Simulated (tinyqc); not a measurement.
Planar ballistic transistor, top-of-the-barrier model: one step of the calculation.

At the top of the source barrier, states moving towards the drain are filled by the source (Fermi level 0) and states moving back by the drain (Fermi level -q Vd); nothing scatters. U is the shift of the band edge there, set by the capacitances CG, CD and CS (the total) and by the charge. Parabolic two-dimensional band; the source is grounded.

Question. Current, mean velocity and share of the gate voltage. N0 = gv m kB T/(pi hbar^2), CG = eps0 eox/tox, vT = sqrt(2 kB T/(pi m)), CS = CG/aG, n0 = n at U = 0 and Vd = 0. eta1 = -(E0 + U)/Vt, eta2 = eta1 - Vd/Vt, n = (N0/2)[F_0(eta1) + F_0(eta2)], F_0(x) = ln(1 + exp x). I = q (N0/2) vT [F_(1/2)(eta1) - F_(1/2)(eta2)] per width, F_(1/2)(x) = (2/sqrt(pi)) int_0^infinity u^(1/2)/(1 + exp(u - x)) du. Mean velocity I/(q n). CQ = (q/Vt) dn/d(eta1); the band edge follows the gate as -dU/dVg = aG/(1 + CQ/CS).

Values chosen for this exercise; mass and valleys close to those of indium arsenide: temperature T = 300 K; effective mass m = 0.0311 m0; valley degeneracy gv = 1; relative permittivity of the gate insulator eox = 3.9; insulator thickness tox = 2.6 nm; gate control CG/CS aG = 0.95; band edge at the barrier top above the source Fermi level at zero bias E0 = 0.15 eV; drain voltage Vd = 0.7 V.

Constants: q = 1.602176634e-19 C, kB = 1.380649e-23 J/K, hbar = 1.054571817e-34 J s, m0 = 9.1093837015e-31 kg, Vt = kB T/q, eps0 = 8.8541878128e-14 F/cm where lengths are in cm. Results are converted to the units shown.

converged U = -0.34439382 eV

Find: eta1; n; I; mean velocity; CQ; -dU/dVg.

Answer.

eta1 = 7.5195
n = 1.2628e12 cm^-2
I = 1301.5 uA/um
mean velocity = 6.4327e7 cm/s
CQ = 1.0402 uF/cm^2
-dU/dVg = 0.54472 eV/V

The carriers from the source are degenerate (eta1 = 7.52), and the mean velocity is 2.11 times vT = sqrt(2 kB T/(pi m)) = 3.05e7 cm/s.

Computed by the program tinyqc: `OMP_NUM_THREADS=1 python tinyqc.py 2400108 2400109 out.jsonl`, one thread of a shared Intel Xeon 2.30GHz, about 0.01 s for the whole run.
